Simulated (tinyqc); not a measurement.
# Depletion-mode phase shifter in a rib waveguide and its Mach-Zehnder modulator: effects of single changes

A lateral p-n junction at x0 in a waveguide whose mode intensity is a Gaussian of rms width s about x = 0; p side at smaller x. Reverse bias removes carriers and raises the index. Abrupt junction, doping uniform over the whole mode, lumped electrode (no travelling-wave effects).

Values chosen for this exercise; values close to those of silicon near 1550 nm:
```
symbol,value,unit,meaning
lam,1565,nm,wavelength
eps_r,11.7,,relative permittivity of the semiconductor
Na,3.5e17,cm^-3,acceptor density
Vb,0.86,V,built-in voltage
s,150,nm,rms width of the lateral mode intensity
x0,60,nm,junction offset towards the n side
G,0.88,,vertical confinement times ng/n
hr,150,nm,rib height
Cf,50,pF/m,fringe capacitance
Rs,4.2,ohm mm,series resistance
V,3,V,reverse bias
a0,0.9,dB/cm,passive loss
```

Constants: q = 1.602176634e-19 C, eps0 = 8.8541878128e-14 F/cm where lengths are in cm. Results are converted to the units shown.

Each table varies one quantity; the others keep the values above.

## Effect of the donor density

Free-carrier changes (empirical, N and P in cm^-3): |dn| = 8.5e-18 P^0.8 for holes, 8.8e-22 N for electrons; absorption 6e-18 P and 8.5e-18 N in 1/cm. W = sqrt(2 eps0 eps_r (Vb + V)(1/Na + 1/Nd)/q); edges xp = x0 - W Nd/(Na + Nd), xn = x0 + W Na/(Na + Nd); F(x) = [1 + erf(x/(sqrt(2) s))]/2. dneff = G {dn_h [F(xp(0)) - F(xp(V))] + dn_e [F(xn(V)) - F(xn(0))]}; VpiL = lam V/(2 dneff); loss = a0 + 4.343 G {a_h F(xp) + a_e [1 - F(xn)]} dB/cm at V; C = eps0 eps_r hr/W + Cf; fRC = 1/(2 pi Rs C).

Effect of the donor density:
```
Nd (cm^-3),dneff,VpiL (V cm),loss (dB/cm),VpiL x loss (V dB),C (pF/m),fRC (GHz)
5e16,5.038e-5,4.660,5.306,24.72,96.00,394.7
9.4e16,6.994e-5,3.357,5.139,17.25,109.9,344.9
1.7e17,9.181e-5,2.557,5.236,13.39,124.4,304.6
3.3e17,1.168e-4,2.010,6.151,12.36,140.6,269.4
6.1e17,1.367e-4,1.718,8.575,14.73,153.7,246.5
1.1e18,1.509e-4,1.556,13.54,21.07,163.3,232.0
2.1e18,1.612e-4,1.456,24.36,35.46,170.5,222.3
4e18,1.673e-4,1.403,45.40,63.69,174.8,216.8
```

What does the comparison show?

As Nd goes from 5e16 to 4e18 cm^-3, VpiL falls from 4.66 to 1.40 V cm, the loss goes from 5.31 through a minimum of 5.14 (at Nd = 9.4e16 cm^-3 among the rows listed) to 45.4 dB/cm, their product goes from 24.7 through a minimum of 12.4 (at Nd = 3.3e17 cm^-3 among the rows listed) to 63.7 V dB and fRC falls from 395 to 217 GHz. Rs is held fixed, though in a real device it falls with doping.

## Scaling both dopings

Same model as above.

Nd = 0.6571428571 Na in every row.

Results:
```
Na (cm^-3),dneff,VpiL (V cm),loss (dB/cm),VpiL x loss (V dB),C (pF/m),fRC (GHz)
5e16,4.197e-5,5.593,1.111,6.216,80.97,468.0
9.4e16,5.955e-5,3.942,1.576,6.213,92.46,409.8
3.3e17,1.011e-4,2.322,5.164,11.99,129.6,292.5
6.1e17,1.272e-4,1.846,10.14,18.73,158.2,239.6
1.1e18,1.577e-4,1.489,19.46,28.97,195.3,194.1
2.1e18,1.996e-4,1.176,39.39,46.34,250.7,151.1
4e18,2.529e-4,0.9282,78.57,72.93,327.0,115.9
```

Estimate the missing row, Na = 1.7e17 cm^-3.

Computed row:
```
Na (cm^-3),dneff,VpiL (V cm),loss (dB/cm),VpiL x loss (V dB),C (pF/m),fRC (GHz)
1.7e17,7.771e-5,3.021,2.606,7.872,107.1,353.8
```

With this row back in the table: As Na goes from 5e16 to 4e18 cm^-3, VpiL falls from 5.59 to 0.928 V cm, the loss rises from 1.11 to 78.6 dB/cm, their product rises from 6.22 to 72.9 V dB and fRC falls from 468 to 116 GHz. Rs is held fixed, though in a real device it falls with doping.

tinyqc, about 0.01 s, one thread, Intel Xeon 2.30GHz (shared host): `OMP_NUM_THREADS=1 python tinyqc.py 2650122 2650123 out.jsonl`
